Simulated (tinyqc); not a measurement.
Worked calculation: CISD on RHF in the sto-3g basis, for H4, spin multiplicity 1. One step of it, computed by the program tinyqc.

Question. CISD: determinants and Hamiltonian. Slater-Condon rules over spin orbitals, with the nuclear repulsion added and E(HF) subtracted on the diagonal. Only determinants linked to the reference directly or through others are kept (one block of an abelian symmetry group), so some states are absent.

one-electron integrals over orbitals h = C^T H C (hartree), lower triangle:
```
           1          2          3          4
1  -1.861218
2   0.000000  -1.548213
3   0.164907   0.000000  -1.258299
4   0.000000  -0.132100   0.000000  -0.896964
```

Two-electron integrals over orbitals (pq|rs), unique and non-zero (hartree):
```
(11|11) 0.507161    (21|21) 0.151144    (22|11) 0.435663    (22|22) 0.455534
(31|11) -0.086636   (31|22) 0.011442    (31|31) 0.107100    (32|21) 0.101154
(32|32) 0.143427    (33|11) 0.447503    (33|22) 0.450337    (33|31) -0.005993
(33|33) 0.470004    (41|21) 0.045742    (41|32) -0.048582   (41|41) 0.098819
(42|11) 0.087897    (42|22) 0.002047    (42|31) -0.096793   (42|33) 0.001086
(42|42) 0.102932    (43|21) -0.144377   (43|32) -0.102444   (43|41) -0.043701
(43|43) 0.156181    (44|11) 0.533660    (44|22) 0.464656    (44|31) -0.090901
(44|33) 0.481947    (44|42) 0.097615    (44|44) 0.594015
```

nuclear repulsion = 2.32777441 hartree

Hartree-Fock energy = -2.08802741 hartree

Give: determinants; H - E(HF) between determinants.

Answer.

Occupation strings over the orbitals (2 doubly, a alpha, b beta, 0 empty; spin orbitals ordered 1a 1b 2a 2b ...): 2200 2a0b a2b0 2b0a b2a0 aabb 2020 abab 2002 abba baab 0220 baba 0202 bbaa

H - E(HF) between determinants (hartree), lower triangle:
```
         2200     2a0b     a2b0     2b0a     b2a0     aabb     2020     abab
2200   0.0000
2a0b   0.0000   0.9087
a2b0   0.0000   0.0476   0.5803
2b0a   0.0000  -0.1029   0.0968   0.9087
b2a0   0.0000   0.0968  -0.1071   0.0476   0.5803
aabb   0.0482  -0.0425  -0.0614   0.0000   0.0000   1.3575
2020   0.1434  -0.1024  -0.1012   0.1024   0.1012  -0.0486   0.7297
abab   0.0486   0.1012   0.1024  -0.0437  -0.0457  -0.1434  -0.0958   1.4548
2002   0.1029   0.0956   0.0000  -0.0956   0.0000   0.0968   0.1562  -0.1444
abba  -0.0968   0.0000  -0.0868   0.1023   0.0000  -0.1029   0.1444  -0.1562
baab  -0.0968  -0.1023   0.0000   0.0000   0.0868  -0.1071   0.1444  -0.1511
0220   0.1071   0.0000   0.0806   0.0000  -0.0806   0.0968   0.1511  -0.1444
baba   0.0486   0.0437   0.0457  -0.1012  -0.1024  -0.0988  -0.0958   0.0000
0202   0.0988  -0.0457  -0.0437   0.0457   0.0437  -0.0486   0.0000  -0.0958
bbaa   0.0482   0.0000   0.0000   0.0425   0.0614   0.0000  -0.0486  -0.0988

         2002     abba     baab     0220     baba     0202    bbaa
2002   1.9376
abba   0.0476   1.4226
baab   0.0476   0.0000   1.4226
0220   0.0000   0.0476   0.0476   1.2428
baba  -0.1444  -0.1511  -0.1562  -0.1444   1.4548
0202   0.1511   0.1444   0.1444   0.1562  -0.0958   2.2278
bbaa   0.0968  -0.1071  -0.1029   0.0968  -0.1434  -0.0486  1.3575
```
